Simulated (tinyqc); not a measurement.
# Worked calculation: rectangular fin or nanosheet with a gate all round, subbands and threshold shift from confinement

tinyqc, about 0.1 s, one thread, Intel Xeon 2.30GHz (shared host): `OMP_NUM_THREADS=1 python tinyqc.py 2350151 2350152 out.jsonl` Printed values are rounded.

Undoped body with a flat potential across it, hard walls, transport along x. One isotropic valley (g = 1, mx = my = mz = me). Non-parabolicity enters the subband edges through E (1 + al E) = gamma, so E = 2 gamma/(1 + sqrt(1 + 4 al gamma)); motion within a subband is taken as parabolic with the band-edge mass. Energies are counted from the bulk band edge.

Parameters, values chosen for the exercise; masses close to those of InAs: temperature T = 200 K; mass at the band edge me = 0.0231 m0; non-parabolicity al = 2.9 1/eV; width (along y) t = 6.2 nm; widening of the box by penetration into the insulator dl = 0 nm; height (along z) H = 9.3 nm.

Constants: q = 1.602176634e-19 C, kB = 1.380649e-23 J/K, hbar = 1.054571817e-34 J s, m0 = 9.1093837015e-31 kg, Vt = kB T/q, hbar^2/(2 m0) = 0.0380998212 eV nm^2. Results are converted to the units shown.

Range of the model: Non-parabolicity also makes carriers heavier within each subband, which is left out, so densities of states are understated at high energy.

## Lowest subbands

gamma = C pi^2 [a^2/(my (t + dl)^2) + b^2/(mz (H + dl)^2)], C = hbar^2/(2 m0). List the 5 lowest, labelled by quantum numbers, with degeneracy g and N_k: N_k = g sqrt(2 mx m0 kB T/(pi hbar^2)).

```
subband	E_k (eV)	g	N_k (cm^-1)
1,1	0.318150	1	5.76728e5
1,2	0.487399	1	5.76728e5
2,1	0.651437	1	5.76728e5
1,3	0.699283	1	5.76728e5
2,2	0.762161	1	5.76728e5
```

## Threshold shift

Each subband has N_k = g sqrt(2 mx m0 kB T/(pi hbar^2)); without degeneracy n = exp(EF/Vt) sum N_k exp(-E_k/Vt). Classical value Nc times t H, Nc = sum over valleys of 2 g (m m0 kB T/(2 pi hbar^2))^1.5 with m = (mx my mz)^(1/3). Threshold shift dVT = Vt ln(classical value/sum N_k exp(-E_k/Vt)). Use the subbands listed.

shares, subband 1,1 to 2,2 (%): 99.9946  0.0054  0.0000  0.0000  0.0000
sum N_k exp(-E_k/Vt) = 0.00554594 cm^-1
Nc = 4.79571e16 cm^-3
classical value = 27652.1 cm^-1
dVT = 265.796 mV

With all subbands dVT = 265.8 mV. The lowest edge lies at 318 meV; dVT is smaller than that, since sum N_k exp(-(E_k - E_1)/Vt) exceeds the classical value.
